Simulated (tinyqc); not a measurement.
# Inputs raised by 2 %, one at a time

Model: one anharmonic mode: perturbation theory, self-consistent phonons and exact levels. Computed by tinyqc, a small Python program. Command: `OMP_NUM_THREADS=1 python tinyqc.py 3011169 3011170 out.jsonl scp sens`. One thread of a shared host (Intel(R) Xeon(R) Processor @ 2.30GHz), about 0.1 s of CPU time with the checks.

V(x) = k x^2/2 + b x^4 for one coordinate x of mass M. A constant K > 0 gives hbar Omega = sqrt((hbar^2/u) K/M) with K in eV/angstrom^2 and M in u.

Inputs (values chosen for the exercise, for a model mode):
```
quantity             value           unit
mode mass M           42.3              u
harmonic constant k      7  eV/angstrom^2
quartic constant b     190  eV/angstrom^4
temperature T           83              K
mixing                 0.7              -
```

Shape: single well.

Constants: hbar^2/u = 4.18015928e-03 eV angstrom^2; k_B = 8.617333262e-05 eV/K.

Method:
- Self-consistent phonon, centred at x = 0: K = k + 12 b <x^2>, <x^2> = (hbar Omega/(2K)) coth(hbar Omega/(2 k_B T)).
- Start at K = |k|; K(new) = K + mixing x (K_out - K), but at least K/20; stop when |K_out - K| < 1e-9 |k| or after 90 steps.
- Its free energy is F = k_B T ln[2 sinh(hbar Omega/(2 k_B T))] + (k - K)<x^2>/2 + 3 b <x^2>^2, an upper bound to the exact one.
- Basis: oscillator states n of the constant |k|, with x = s (a + a+), s^2 = hbar Omega/(2|k|); H = hbar Omega (n + 1/2) + (k - |k|) x^2/2 + b x^4, with exact matrix elements of x^2 and x^4.
- Exact values use 120 basis states: F = -k_B T ln sum exp(-E_n/(k_B T)), and <x^2> is the Boltzmann mean.

Runs; columns: (1) input moved; (2) from; (3) to; (4) self-consistent quantum (meV); (5) self-consistent <x^2> (angstrom^2); (6) E_1 - E_0 (meV); (7) exact <x^2> (angstrom^2):
```
(1)                                   (2)     (3)     (4)        (5)     (6)        (7)
base run                                -       -  32.310  0.0015630  31.917  0.0015773
mode mass M (u)                      42.3  43.146  31.951  0.0015513  31.561  0.0015655
harmonic constant k (eV/angstrom^2)     7    7.14  32.490  0.0015535  32.108  0.0015673
quartic constant b (eV/angstrom^4)    190   193.8  32.401  0.0015582  32.003  0.0015727
temperature T (K)                      83   84.66  32.319  0.0015657  31.917  0.0015802
```

Exponents ln(y'/y) / ln(x'/x):
```
input                self-consistent quantum  self-consistent <x^2>  E_1 - E_0  exact <x^2>
mode mass M                           -0.564                 -0.379     -0.567       -0.380
harmonic constant k                    0.281                 -0.309      0.300       -0.323
quartic constant b                     0.143                 -0.157      0.135       -0.149
temperature T                          0.015                  0.086      0.000        0.092
```

To which inputs is each result most sensitive?

Among the inputs moved here: self-consistent quantum answers most in size to mode mass M (exponent -0.564), next to harmonic constant k (+0.281). Its exponent +0.015 in temperature T: zero-point motion sets the spread, or the mode is nearly harmonic. Self-consistent <x^2> answers most in size to mode mass M (exponent -0.379), next to harmonic constant k (-0.309). E_1 - E_0 answers most in size to mode mass M (exponent -0.567), next to harmonic constant k (+0.300); its exponent is below 0.0005 for temperature T. exact <x^2> answers most in size to mode mass M (exponent -0.380), next to harmonic constant k (-0.323).
